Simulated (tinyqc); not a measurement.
Surface Green function of a square-lattice strip three rows wide, Sancho-Rubio decimation: one step of the calculation.

A semi-infinite lead of cells 0, 1, 2, ... with H0 inside a cell and H1 = <cell i|H|cell i + 1>. A cell is one column of three sites. z = E + i eta.

Question. Self-energy, Dyson check and densities of states. Sigma = H1 g_s H1^dagger is what the lead adds to one more cell, and (z - H0 - Sigma)^(-1) must give g_s back. Densities of states: -Im of the diagonals over pi.

Parameters, values chosen for the exercise:
- E = -6.87 eV (energy)
- eta = 0.1 eV (broadening)

H0 (eV):

|  | 1 | 2 | 3 |
|---|---|---|---|
| 1 | -0.51 | -2.27 | 0 |
| 2 | -2.27 | -0.8 | -2.27 |
| 3 | 0 | -2.27 | -1 |

H1 (eV):

|  | 1 | 2 | 3 |
|---|---|---|---|
| 1 | -2.8 | 0 | 0 |
| 2 | 0 | -2.8 | 0 |
| 3 | 0 | 0 | -2.8 |

converged surface Green function g_s (1/eV):

|  | 1 | 2 | 3 |
|---|---|---|---|
| 1 | -0.18832047-0.06885437i | -0.02564611-0.09775807i | 0.04151573-0.06983200i |
| 2 | -0.02564611-0.09775807i | -0.15008112-0.15117528i | -0.01668457-0.11283194i |
| 3 | 0.04151573-0.06983200i | -0.01668457-0.11283194i | -0.19306685-0.09128443i |

converged bulk Green function (1/eV):

|  | 1 | 2 | 3 |
|---|---|---|---|
| 1 | -0.23888826-0.06479831i | 0.02863106-0.06907513i | 0.16529764-0.03182997i |
| 2 | 0.02863106-0.06907513i | -0.06993291-0.10545285i | 0.06431204-0.07594591i |
| 3 | 0.16529764-0.03182997i | 0.06431204-0.07594591i | -0.22956428-0.08031415i |

Wanted: Sigma; (z - H0 - Sigma)^(-1); surface density of states; bulk density of states.

Answer.

Sigma (eV):

|  | 1 | 2 | 3 |
|---|---|---|---|
| 1 | -1.476-0.540i | -0.201-0.766i | 0.325-0.547i |
| 2 | -0.201-0.766i | -1.177-1.185i | -0.131-0.885i |
| 3 | 0.325-0.547i | -0.131-0.885i | -1.514-0.716i |

(z - H0 - Sigma)^(-1) (1/eV):

|  | 1 | 2 | 3 |
|---|---|---|---|
| 1 | -0.1883-0.0689i | -0.0256-0.0978i | 0.0415-0.0698i |
| 2 | -0.0256-0.0978i | -0.1501-0.1512i | -0.0167-0.1128i |
| 3 | 0.0415-0.0698i | -0.0167-0.1128i | -0.1931-0.0913i |

| orbital | surface density of states (1/eV) | bulk density of states (1/eV) |
|---|---|---|
| 1 | 0.02192 | 0.02063 |
| 2 | 0.04812 | 0.03357 |
| 3 | 0.02906 | 0.02556 |

Program tinyqc, `OMP_NUM_THREADS=1 python tinyqc.py 2680129 2680130 out.jsonl`; Intel Xeon 2.30GHz, shared host, one thread, about 0.1 s.
